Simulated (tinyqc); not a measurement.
Shrinking the pitch: stress in a transistor channel from embedded alloy regions, liners and fins, by half-space elasticity. Computed by tinyqc, a small Python program. Command: `OMP_NUM_THREADS=1 python tinyqc.py 3020340 3020341 out.jsonl stressor walk`. One thread of a shared host (Intel(R) Xeon(R) Processor @ 2.30GHz), about 0.01 s of CPU time with the checks.

Plane strain in an isotropic half-space, the same constants everywhere; x along the channel from its centre, y downwards from the free surface; stress is positive in tension.

Inputs (values chosen for the exercise, modelled on silicon):
```
quantity,value,unit
alloy fraction x,0.56,-
"lattice change per unit x, beta",0.0421,-
Young's modulus E,161,GPa
Poisson ratio nu,0.24,-
channel length L,24,nm
length of each stressor S,95,nm
recess depth d,45,nm
depth of the field point y,2.3,nm
```

Stressor: Si(1-x)Ge(x) source and drain.

Method:
- Misfit e = beta x. A fully constrained inclusion holds the stress -p with p = E e/(1 - 2 nu); a blanket film would hold -E e/(1 - nu) in the plane.
- A line element dA of misfit at (a, c) in the half-space gives, with C = E e/(2 pi (1 - nu)), X = x - a, r1^2 = X^2 + (y - c)^2, r2^2 = X^2 + Y^2, Y = y + c: s_xx = -C dA {[X^2 - (y - c)^2]/r1^4 + 3 [X^2 - Y^2]/r2^4 + 4 y Y (Y^2 - 3 X^2)/r2^6}, s_yy = C dA {[X^2 - (y - c)^2]/r1^4 - [X^2 - Y^2]/r2^4 + 4 y Y (Y^2 - 3 X^2)/r2^6}. These are integrated over two rectangles, L/2 < |a| < L/2 + S, 0 < c < d (closed form in a, 200 Gauss-Legendre points in c).
- L and S are scaled together at fixed d, then S alone, then L alone.

misfit e = 0.023576

S_xx at the centre (MPa):
```
scale,L and S scaled,S alone,L alone
0.35,-1155.8,-2406.7,-3810.8
0.50,-2630.5,-3192.5,-4318.5
0.70,-3824.0,-3954.7,-4622.9
1.00,-4705.9,-4705.9,-4705.9
1.40,-5107.2,-5311.3,-4540.5
2.00,-5077.2,-5825.1,-4109.7
3.00,-4557.1,-6260.2,-3350.5
```

Halving S alone keeps 0.68 of the stress, halving L alone gives 0.92, and halving both 0.56: a shorter channel brings the walls closer but puts y deeper relative to L, where the surface amplifies less, a shorter stressor brings its far wall, which pulls the other way, closer too. Neighbouring devices are left out. Caution: at such misfit the regions may relax by dislocations, and linear elasticity is rough.
